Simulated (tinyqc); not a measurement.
Transistor under a ferroelectric capacitor (negative capacitance), static model: two steps of the calculation.

A ferroelectric film of thickness tf lies between the gate and an inner metal at potential v, which drives an ordinary transistor. One domain, P = Q (background permittivity neglected): Vg = v + tf (2 al Q + 4 be Q^3), al = -3 sqrt(3) Ec/(4 Pr), be = 3 sqrt(3) Ec/(8 Pr^3). Gate charge Q(v) = Qi + Cp v with the channel charge Qi = Cox n Vt ln(1 + exp((v - VT)/(n Vt))). Q in uC/cm^2, E in kV/cm; 1 nm times 1 kV/cm is 1e-4 V. Domains, leakage and the switching time are left out.

Inputs (values chosen for the exercise); Pr and Ec close to those of hafnium oxide based films: temperature T = 300 K; remanent polarisation Pr = 24 uC/cm^2; coercive field Ec = 800 kV/cm; capacitance of the inner oxide Cox = 4 uF/cm^2; overlap capacitance per gate area Cp = 0.33 uF/cm^2; threshold of the inner transistor VT = 0.27 V; subthreshold factor of the inner transistor n = 1.31; ferroelectric thickness tf = 22 nm.

Constants: q = 1.602176634e-19 C, kB = 1.380649e-23 J/K, Vt = kB T/q. Results are converted to the units shown.

Problem 1. Landau coefficients and capacitance at zero charge. al = -3 sqrt(3) Ec/(4 Pr), be = 3 sqrt(3) Ec/(8 Pr^3); C_FE(0) = 1/(2 al tf); far below threshold the gain is 1/(1 + 2 al tf Cp) near Q = 0 and the swing n Vt ln 10/gain.

Wanted: al; be; C_FE(0); gain near Q = 0; swing.

Solution 1.

al = -43.301 kV cm/uC
be = 0.037588 kV cm^5/uC^3
C_FE(0) = -5.2486 uF/cm^2
gain near Q = 0 = 1.0671
swing = 73.077 mV/decade

Problem 2. Gate voltage against inner potential. Q(v) and Vg(v) as above. C = dQ/dv = Cox/(1 + exp(-(v - VT)/(n Vt))) + Cp; dVg/dv = 1 + C tf (2 al + 12 be Q^2); gain = dv/dVg.

v, point 0 to 8 (V): 0  0.125  0.25  0.375  0.5  0.625  0.75  0.875  1
al = -43.301270 kV cm/uC
be = 0.037587908 kV cm^5/uC^3

Wanted: Q; C; Vg; dVg/dv.

Solution 2.

```
point  Q (uC/cm^2)  C (uF/cm^2)    Vg (V)   dVg/dv
0           0.0000      0.33138  -0.00001  0.93686
1           0.0431      0.38453   0.11679  0.92674
2           0.1422       1.7560   0.22290  0.66547
3           0.5497       4.1576   0.27032  0.20911
4           1.0852       4.3255   0.29367  0.18093
5           1.6263       4.3299   0.31658  0.18641
6           2.1675       4.3300   0.34040  0.19521
7           2.7088       4.3300   0.36549  0.20655
8           3.2500       4.3300   0.39215  0.22041
```

dVg/dv is positive at all listed points; its smallest value, 0.181, means a gain of 5.53. Minimising dVg/dv over v puts the thickness at which the fold first appears at 26.9 nm.

Computed by the program tinyqc: `OMP_NUM_THREADS=1 python tinyqc.py 2860016 2860017 out.jsonl`, one thread of a shared Intel Xeon 2.30GHz, about 0.01 s for the whole run.
